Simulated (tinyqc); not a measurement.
# Gate voltage for a given inversion charge

Inverse problem. p-type body, charge-sheet picture, depletion and inversion only, full ionisation (an idealisation for deep acceptors), Boltzmann statistics (rough once Na exp(x - xn) passes about Nc/7). In units of Vt: xg = (Vg - Vfb)/Vt, x = psi/Vt, G = gamma/sqrt(Vt), xn = (2 phiF + Vc)/Vt. The implicit equation is (xg - x)^2 = G^2 [x - 1 + exp(x - xn)] for x above about 3. Cox = eps0 eox/tox. ni = sqrt(Nc Nv) exp(-Eg/(2 Vt)), Eg in volts; phiF = Vt ln(Na/ni); gamma = sqrt(2 q eps0 eps_r Na)/Cox. N_inv = (Cox Vt G/q) [sqrt(x - 1 + exp(x - xn)) - sqrt(x - 1)]. Find x - xn, psi and Vg.

Inputs (values chosen for the exercise); band and dielectric values close to those of silicon:
- T = 300 K (temperature)
- Eg = 1.12 eV (band gap)
- eps_r = 11.8 (relative permittivity)
- Nc = 2.8e19 cm^-3 (conduction-band density of states at T)
- Nv = 2.68e19 cm^-3 (valence-band density of states at T)
- eox = 3.9 (relative permittivity of the gate insulator (close to silicon dioxide))
- tox = 2.2 nm (insulator thickness)
- Na = 2.8e16 cm^-3 (acceptor density)
- Vfb = -0.59 V (flat-band voltage)
- Vc = 0.2 V (channel-body voltage)

Constants: q = 1.602176634e-19 C, kB = 1.380649e-23 J/K, Vt = kB T/q, eps0 = 8.8541878128e-14 F/cm where lengths are in cm. Results are converted to the units shown.

N_inv = 5.1e10 cm^-2

Answer. N_inv rises steadily with x, so it fixes x; the implicit equation then gives xg directly.

x - xn = 1.91
psi = 1.01 V
Vg = 0.490 V

Computed by the program tinyqc: `OMP_NUM_THREADS=1 python tinyqc.py 2122163 2122164 out.jsonl`, one thread of a shared Intel Xeon 2.30GHz, about 0.01 s for the whole run.
